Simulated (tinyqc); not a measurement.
# Floating body of a partially depleted SOI transistor: body voltage and kink: what changes with what

Source at 0 V. Channel current Ic = 2 nf K Vt^2 [F(0) - F(Vd)](1 + la Vd), F(V) = ln^2(1 + exp((Vg - VT - nf V)/(2 nf Vt))), VT = VT0 - gb Vb. Saturation voltage Vs = 2 Vt sqrt(F(0)) + 3 Vt, excess Ve = (Vd - Vs + sqrt((Vd - Vs)^2 + 0.0004 V^2))/2, multiplication M1 = Ai Ve exp(-Bl/Ve). Each junction passes D(v) = J1 (exp(v/Vt) - 1) + J2 (exp(v/(2 Vt)) - 1). Bipolar current Ib = bb J1 (exp(Vb/Vt) - 1). The body settles where M1 (Ic + Ib) = D(Vb) + D(Vb - Vd) + Vb/Rb; drain current Id = (1 + M1)(Ic + Ib) - D(Vb - Vd).

Inputs (values chosen for the exercise); values of the order met in partially depleted silicon-on-insulator transistors:
- T = 358 K (temperature)
- VT0 = 0.39 V (threshold at zero body voltage)
- gb = 0.11 (fall of the threshold per volt of body voltage)
- nf = 1.2 (slope factor)
- K = 410 uA/(V^2 um) (gain factor per width)
- la = 0.08 1/V (channel-length modulation factor)
- Ai = 2.5 1/V (impact-ionisation prefactor)
- Bl = 8.8 V (impact-ionisation voltage)
- J1 = 8.1e-11 uA/um (diffusion saturation current of each junction)
- J2 = 2e-8 uA/um (recombination saturation current of each junction)
- bb = 3 (gain of the lateral bipolar transistor on the diffusion current)
- Rb = 1e9 kohm um (resistance of a weak body tie to the source (1e9 stands for no tie, and the term is then dropped))
- Vg = 0.95 V (gate voltage)
- Vd = 1.7 V (drain voltage)

Constants: q = 1.602176634e-19 C, kB = 1.380649e-23 J/K, Vt = kB T/q. Results are converted to the units shown.

Each table varies one quantity; the others keep the values above.

## Output curve and kink

Rows with more than one solution for Vb (latch) are left out; dId/dVd by a forward difference over 1e-4 V, swing = 1e-4 V over the change of log10 Id; M1 under 1e-12 is printed as 0.

Output curve and kink:
```
Vd (V)  Vb (V)        M1  Id, floating (uA/um)  Id, grounded (uA/um)  ratio  dId/dVd, floating (uS/um)  dId/dVd, grounded (uS/um)
1       0.1126  1.439e-9                 60.45                 57.87  1.045                      45.17                      4.286
1.2     0.4008  7.139e-7                 68.33                 58.72  1.164                      26.38                      4.289
1.4     0.5261  2.989e-5                 72.54                 59.59  1.217                      17.45                      4.335
1.6     0.6023  3.268e-4                 75.68                 60.47  1.251                      14.57                      4.593
1.8     0.6547  0.001712                 78.60                 61.45  1.279                      15.37                      5.329
2       0.6936  0.005782                 82.12                 62.65  1.311                      20.63                      6.779
2.2     0.7240   0.01471                 87.25                 64.22  1.359                      31.91                      9.066
```

What does the comparison show?

Vb rises from 0.113 to 0.724 V and the ratio of the currents rises from 1.04 to 1.36. The output conductance with a floating body exceeds the grounded value by the largest factor among the rows, 10.5, at Vd = 1 V, where Vb = 0.113 V and M1 = 1.44e-9.

## Transfer curve and swing

Same model as above.

Results:
columns A: Vg (V); B: Vb (V); C: M1; D: Id, floating (uA/um); E: Id, grounded (uA/um); F: ratio; G: swing, floating (mV/decade); H: swing, grounded (mV/decade)
```
A           B         C         D         E      F      G      H
-0.06  0.1335   0.01684  8.474e-6  5.696e-6  1.488  73.69  85.64
0.04   0.2931   0.01679  2.030e-4  8.403e-5  2.416  73.44  85.64
0.24   0.5036   0.01584   0.06834   0.01659  4.119  88.36  90.66
0.34   0.5722   0.01379    0.6915    0.1828  3.782  116.6  104.1
0.44   0.6143   0.01053     3.492     1.272  2.744  178.2  140.1
0.54   0.6355  0.007268     9.990     4.963  2.013  270.4  208.1
0.64   0.6442  0.004692     20.48     12.45  1.645  379.0  301.7
0.74   0.6453  0.002854     34.83     23.96  1.454  494.0  408.8
```

Estimate the missing row, Vg = 0.14 V.

Computed row:
columns A: Vg (V); B: Vb (V); C: M1; D: Id, floating (uA/um); E: Id, grounded (uA/um); F: ratio; G: swing, floating (mV/decade); H: swing, grounded (mV/decade)
```
A          B        C         D         E      F      G      H
0.14  0.4129  0.01660  0.004209  0.001221  3.448  78.68  86.69
```

With this row back in the table: Vb rises from 0.133 to 0.645 V. The smallest swing among the rows is 73.4 mV a decade with a floating body (at Vg = 0.04 V) and 85.6 with a grounded one; Vt ln 10 = 71.0. The floating swing is smaller by more than 3 % for Vg = -0.06, 0.04, 0.14 V, where the rising Vb lowers the threshold as Vg rises. In the first row the floating body raises the current by a factor of 1.49.

Range of the model: The multiplication law is an empirical form chosen for the exercise; self-heating and capacitive coupling to the body are left out, and the linear laws are rough once Vb passes about 0.7 V or M1 about 0.1.

Numbers from tinyqc (`OMP_NUM_THREADS=1 python tinyqc.py 2182237 2182238 out.jsonl`; about 0.2 s on one thread of a shared Intel Xeon 2.30GHz).
